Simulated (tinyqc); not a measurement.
Hole subbands of a hard-walled well, four-band Luttinger model, step by step. Values are carried at full precision from step to step, so a last printed digit may differ when a step is redone from the rounded ones.

Constants: hbar^2/2m0 = 3.80998211 eV angstrom^2.

Parameters, chosen for this exercise (near those of InP; shifted at random, so the results belong to these values and not to a real crystal):
```
symbol  value   unit        meaning
g1      5.05                Luttinger gamma1
g2      1.59                gamma2
L       90      angstrom    well width along [001]
Zs      0       eV          shear strain energy
g3      2.09                gamma3
k       0.0345  1/angstrom  wave vector in the plane
N       3                   sines for each component
kmax    0.084   1/angstrom  end of the path
```

## Levels at k = 0

R and S vanish: HHn = c (g1 - 2 g2)(n pi/L)^2 - Zs and LHn = c (g1 + 2 g2)(n pi/L)^2 + Zs, c = hbar^2/2m0, hole energies counted downwards. Sort HH1 to HH4 and LH1, LH2.

Levels:
```
subband  E (eV)
HH1      0.0087
HH2      0.0347
LH1      0.0382
HH3      0.0781
HH4      0.1389
LH2      0.1528
```

The top subband is HH1, 26.0 meV from HH2.

## The matrix at one k

Hole energies are counted downwards from the unstrained band edge, c = hbar^2/2m0. After the usual block transformation one block is H = [[P + Q - Zs, R - i S], [R + i S, P - Q + Zs]] in (heavy, light), with P +/- Q = c [(g1 +/- g2) k^2 + (g1 -/+ 2 g2) kz^2], R = sqrt(3) c gR k^2, S = 2 sqrt(3) c g3 k kz, kz = -i d/dz; axial approximation gR = (g2 + g3)/2. Zs = b (e_par - e_perp) is the shear part of the strain (the hydrostatic part shifts all levels alike and is left out). Basis sqrt(2/L) sin(n pi z/L), n = 1 to N, for each component: kz^2 gives (n pi/L)^2 and the heavy-light block is R delta_nm - 2 sqrt(3) c g3 k D_nm with D_nm = 4 n m/(L (n^2 - m^2)) for n + m odd, 0 otherwise. The other block has the same levels. The split-off band is left out, a severe simplification for a spin-orbit splitting near 0.11 eV.

Fill in the 2N x 2N matrix, in meV.

H(k) (meV), lower triangle:
```
       h1      h2      h3     l1      l2      l3
h1  38.79
h2      0   64.84
h3      0       0  108.24
l1  14.45  -28.20       0  53.90
l2  28.20   14.45  -50.75      0  168.52
l3      0   50.75   14.45      0       0  359.55
```

## Levels and mixing

Diagonalise; give the four lowest hole energies and the weight of the heavy component (the first half of the basis) in each.

levels (meV): 19.81  34.61  83.20  85.05

heavy weight: 0.590  0.814  0.830  0.487

The most mixed of the four is number 4, with 49 % heavy character. Against 60 sines these levels lie 0.3, 0.4, 8.8 and 4.6 meV too high: the small basis lacks the higher sines, which carry the upper levels.

## Dispersion in the plane

N = 20, nine points from 0 to kmax.

Hole energies (meV):
```
k (1/angstrom)     E1     E2     E3      E4  heavy weight of 1  heavy weight of 2
0.0000           8.68  34.72  38.21   78.13              1.000              1.000
0.0105          10.85  29.47  46.76   76.88              0.994              0.585
0.0210          16.03  26.98  59.85   74.52              0.909              0.591
0.0315          19.13  31.85  73.87   75.60              0.635              0.794
0.0420          20.75  39.93  77.39   92.98              0.514              0.798
0.0525          23.67  45.66  84.12  110.71              0.462              0.711
0.0630          28.29  49.71  89.85  127.40              0.430              0.636
0.0735          34.59  53.96  93.78  140.42              0.406              0.583
0.0840          42.50  59.32  97.37  148.72              0.388              0.544
```

At small k the hole energy falls in subbands 2 and 4: an electron-like mass, caused by repulsion from a deeper subband. E2 - E1 is smallest, 11.0 meV, at k = 0.0210 of the points listed. The top subband goes from 1.00 to 0.39 in heavy weight.

## Mass of HH1 in the plane

Second order in k: 1/m = g1 + g2 - sum_n 12 c g3^2 D_1n^2/(LHn - HH1) over even n up to 60, with D_1n = 4n/(L (n^2 - 1)) in size, LHn - HH1 = c [(g1 + 2 g2) n^2 - (g1 - 2 g2)](pi/L)^2 + 2 Zs, c = hbar^2/2m0.

LHn - HH1 for n = 2, 4, 6 (meV): 144.1  602.6  1366.8
terms for n = 2, 4, 6: 1.2163  0.0466  0.0085
sum of all terms = 1.2763
mass without mixing, 1/(g1 + g2) = 0.1506 m0
1/m with mixing = 5.3637 1/m0

Mixing with the light holes takes m from 0.151 to 0.186 m0.

## Checks

- 1/m of HH1 from the full matrix (N = 60) at small k against second order: both 5.364.
- The 2 x 2 block with gR = g2 (k along [100]) for a plane wave (k, 0, pi/L) against the bulk heavy-hole formula, eV: both 0.01006.
- Lowest level at the given k on a real-space grid of 240 points against 60 sines, eV: both 0.0195.

(tinyqc, `OMP_NUM_THREADS=1 python tinyqc.py 1280996 1280997 out.jsonl`, Intel(R) Xeon(R) Processor @ 2.30GHz, 1 thread, shared host, about 0.2 s.)
